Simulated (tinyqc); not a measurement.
Worked calculation: plane-wave Kohn-Sham cycle with exchange-only LDA in a layered model solid. One step of it, computed by the program tinyqc.

Problem. Iteration 1: potential. V_H(G) = 4 pi rho(G)/G^2 for G != 0 (uniform background); v_x = -(3 rho/pi)^(1/3); V = V_ext + V_H + v_x; Fourier components f(G_m) = (1/N) sum_j f(x_j) exp(-i G_m x_j).

A solid whose potential varies along x alone (atomic units):
```
parameter                      value
period a                    7.900000
cross-section of the cell  17.000000
electrons per cell                 2
grid points                       16
plane waves -n..n, n               2
k points                           3
V1 in V1 cos(2 pi x/a)     -0.560000
V2 in V2 cos(4 pi x/a)      0.150000
```

density at the start, on the grid x_j = j a/N (e/bohr^3): 0.01489203  0.01489203  0.01489203  0.01489203  0.01489203  0.01489203  0.01489203  0.01489203  0.01489203  0.01489203  0.01489203  0.01489203  0.01489203  0.01489203  0.01489203  0.01489203

Give: Potentials on the grid; V(G_m), m = 0, 1, 2, ....

Solution.

Potentials on the grid (hartree):
```
x         V_ext     V_H      v_x        V
0.0000  -0.4100  0.0000  -0.2423  -0.6523
0.4938  -0.4113  0.0000  -0.2423  -0.6536
0.9875  -0.3960  0.0000  -0.2423  -0.6383
1.4812  -0.3204  0.0000  -0.2423  -0.5626
1.9750  -0.1500  0.0000  -0.2423  -0.3923
2.4688   0.1082  0.0000  -0.2423  -0.1340
2.9625   0.3960  0.0000  -0.2423   0.1537
3.4562   0.6234  0.0000  -0.2423   0.3812
3.9500   0.7100  0.0000  -0.2423   0.4677
4.4437   0.6234  0.0000  -0.2423   0.3812
4.9375   0.3960  0.0000  -0.2423   0.1537
5.4313   0.1082  0.0000  -0.2423  -0.1340
5.9250  -0.1500  0.0000  -0.2423  -0.3923
6.4188  -0.3204  0.0000  -0.2423  -0.5626
6.9125  -0.3960  0.0000  -0.2423  -0.6383
7.4062  -0.4113  0.0000  -0.2423  -0.6536
```

V(G_m), m = 0, 1, 2, ... (hartree): -0.2423  -0.2800  0.0750  0.0000  0.0000
